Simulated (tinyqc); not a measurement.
# Series resistance and mobility from two gate lengths

Problem. At small Vds the total resistance times width is 2 Rs + L/(mu Q), with the same mu and Q at both lengths. Find mu and Rs.

total resistance at L = 40 and 80 nm (ohm um): [197.17421, 334.34842]
Q = 0.54 uC/cm^2

Solution. The slope against L is 1/(mu Q), and the intercept at L = 0 is 2 Rs.

mu = 540 cm^2/(V s)
Rs = 30.0 ohm um

tinyqc, about 0.01 s, one thread, Intel Xeon 2.30GHz (shared host): `OMP_NUM_THREADS=1 python tinyqc.py 2380082 2380083 out.jsonl`
